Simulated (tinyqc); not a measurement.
Inside a calculation. Model: a barrier in a uniform field, exact transmission by Airy functions.

Computed by the program tinyqc: `OMP_NUM_THREADS=1 python tinyqc.py 2580009 2580010 out.jsonl`, one thread of a shared Intel Xeon 2.30GHz, about 0.01 s for the whole run. Printed values are rounded.

The left lead has its band edge at 0, the barrier edge falls as U(x) = U0 - F x with F = V/d for 0 < x < d, and the right lead has its edge at -V. No transverse momentum; C = hbar^2/(2 m0); psi and psi'/m are continuous. M carries (psi, psi'/m) across the barrier.

Parameters, values chosen for the exercise; U0 - E and the mass are of the order of those of hafnium oxide on silicon; the mass of the right lead is set freely:
- mL = 0.39 m0 (mass in the left lead)
- U0 = 2.36 eV (barrier edge at x = 0)
- m1 = 0.21 m0 (mass in the barrier)
- E = 0.83 eV (electron energy)
- d = 0.8 nm (barrier width)
- V = 3.1 V (voltage across the barrier)
- mR = 0.76 m0 (mass in the right lead)

Constants: q = 1.602176634e-19 C, hbar = 1.054571817e-34 J s, m0 = 9.1093837015e-31 kg, hbar^2/(2 m0) = 0.0380998212 eV nm^2. Results are converted to the units shown.

Range of the model: Masses are held fixed, although real bands cease to be parabolic a few tenths of an eV from their edges. The field of 38.8 MV/cm is more than most dielectrics sustain; the model ignores breakdown.

## Scaled variables

Energy scale e = (C F^2/m1)^(1/3), z(x) = (U(x) - E)/e, s = (dz/dx)/m1 = -F/(e m1); v = k/m in a lead. vL = sqrt(mL E/C)/mL, vR = sqrt(mR (E + V)/C)/mR.

F = 3.875 V/nm
e = 1.39663 eV
z1 = 1.09549
z2 = -1.12413
s = -13.2120 1/nm
vL = 7.47387 1/nm
vR = 11.6501 1/nm

z2 < 0: the electron leaves the forbidden region inside the barrier.

## Airy functions at the edges

Ai and Bi solve y'' = z y, with Wronskian Ai Bi' - Ai' Bi = 1/pi.

Airy functions:
```
,Ai,Ai',Bi,Bi'
z1,0.120708,-0.146362,1.30229,1.05796
z2,0.532528,0.0603382,0.0298318,0.601114
```

## Transfer matrix

With a = Ai, a' = Ai', b = Bi, b' = Bi' at z1 (left edge) and z2 (right edge): M11 = pi (a2 b1' - b2 a1'), M12 = (pi/s)(b2 a1 - a2 b1), M21 = pi s (a2' b1' - b2' a1'), M22 = pi (b2' a1 - a2' b1).

M (M12 in nm, M21 in 1/nm):
```
,1,2
1,1.78366,0.164047
2,-6.30139,-0.0189079
```

## Transmission, exact and WKB

With M acting on (psi, psi'/m) and v = k/m in each lead, T(E) = 4 vL vR/[(vL vR M12 - M21)^2 + (vR M11 + vL M22)^2]. WKB: exp(-S), S = (4/(3 F)) sqrt(m1/C) [max(U0 - E, 0)^1.5 - max(U0 - F d - E, 0)^1.5].

T(E) = 0.409893
S = 1.52881
exp(-S) = 0.216794
ratio T(E)/exp(-S) = 1.89070

The exact value is 89 % above the WKB one.
